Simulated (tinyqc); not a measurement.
Lateral field, substrate current, probability of reaching the oxide barrier and hot-carrier lifetime of a silicon transistor (pseudo-two-dimensional and lucky-electron models): one step, computed by the program tinyqc. Command: `OMP_NUM_THREADS=1 python tinyqc.py 3013197 3013198 out.jsonl hotcar walk`. One thread of a shared host (Intel(R) Xeon(R) Processor @ 2.30GHz), about 0.01 s of CPU time with the checks.

Local-field models: a lucky carrier gains its energy at the peak field over a path free of collisions. Voltages are magnitudes.

Question. Hot-carrier currents and lifetime. C_ox = 3.9 eps_0/t; F_sat = 2 v_s/mu; V_Dsat = V_ov F_sat L/(V_ov + F_sat L), V_ov = V_G - V_T; I_D/W = C_ox v_s (V_ov - V_Dsat). Scale length l = 0.22 t^(1/3) x_j^(1/2) (all in cm); F_m = sqrt(((V_D - V_Dsat)/l_e)^2 + F_sat^2), with l_e = l; length of the velocity-saturated region l_e ln((V_D - V_Dsat)/(l_e F_sat) + F_m/F_sat). Substrate current I_sub/I_D = (A_i/B_i)(V_D - V_Dsat) exp(-B_i/F_m); probability of reaching the oxide barrier exp(-phi_b/(e lambda F_m)); lifetime tau = (H/(I_D/W)) exp(phi_it/(e lambda F_m)).

Inputs (values chosen for the exercise, modelled on a silicon n-channel):

| quantity | value | unit |
|---|---|---|
| channel length L | 330 | nm |
| oxide thickness t | 7 | nm |
| junction depth x_j | 94 | nm |
| mobility mu | 340 | cm^2/(V s) |
| saturation velocity v_s | 0.89 | 1e7 cm/s |
| threshold voltage V_T | 0.41 | V |
| gate voltage V_G | 1.6 | V |
| drain voltage V_D | 2.7 | V |
| ionisation prefactor A_i | 2e+06 | 1/cm |
| ionisation field B_i | 1.66 | MV/cm |
| hot-carrier mean free path lambda | 8.2 | nm |
| oxide barrier phi_b | 3.1 | eV |
| interface-trap threshold phi_it | 3.7 | eV |
| lifetime constant H | 70 | s microampere/micrometre |

Drain: abrupt.

Constants: eps_0 = 8.8541878128e-12 F/m.

Give: I_sub/I_D; substrate current I_sub/W; probability of reaching phi_b; lifetime tau; exponent m = phi_it/(e lambda B_i).

Answer.

I_sub/I_D = 0.017512

substrate current I_sub/W = 3.7317 microampere/micrometre

probability of reaching phi_b = 1.3546e-05

lifetime tau = 2.1230e+05 s

exponent m = phi_it/(e lambda B_i) = 2.7182

Since both exponentials depend on 1/F_m, tau I_D scales about as (I_sub/I_D)^(-m) with m = 2.72, which lets I_sub serve as the monitor. The lifetime is 6.73e-4 times ten years (3.156e8 s).
